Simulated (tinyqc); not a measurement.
# Thickness and doping from the maximum and minimum capacitance

Problem. A MOS capacitor has Cmax = Cox = eps0 eox/tox and 1/Cmin = 1/Cox + Wm/(eps0 eps_r), with Wm = sqrt(4 eps0 eps_r Vt ln(N/ni)/(q N)) and N well above ni. Find tox, Wm and N.

Values chosen for this exercise; band and dielectric values those of a made-up semiconductor: temperature T = 293 K; relative permittivity eps_r = 16.3; relative permittivity of the gate insulator (close to zirconium oxide) eox = 25.2.

Constants: q = 1.602176634e-19 C, kB = 1.380649e-23 J/K, Vt = kB T/q, eps0 = 8.8541878128e-14 F/cm where lengths are in cm. Results are converted to the units shown.

Cmax = 1.3945346 uF/cm^2
Cmin = 0.070681656 uF/cm^2
ni = 3.8770857e11 cm^-3

Solution. Cmax gives tox and the series difference Wm. N follows by iterating N = 4 eps0 eps_r Vt ln(N/ni)/(q Wm^2); ln(N/ni)/N falls steadily for N > e ni, so there is one root in that range.

tox = 16.0 nm
Wm = 194 nm
N = 2.70e16 cm^-3

Program tinyqc, `OMP_NUM_THREADS=1 python tinyqc.py 2060079 2060080 out.jsonl`; Intel Xeon 2.30GHz, shared host, one thread, about 0.01 s.
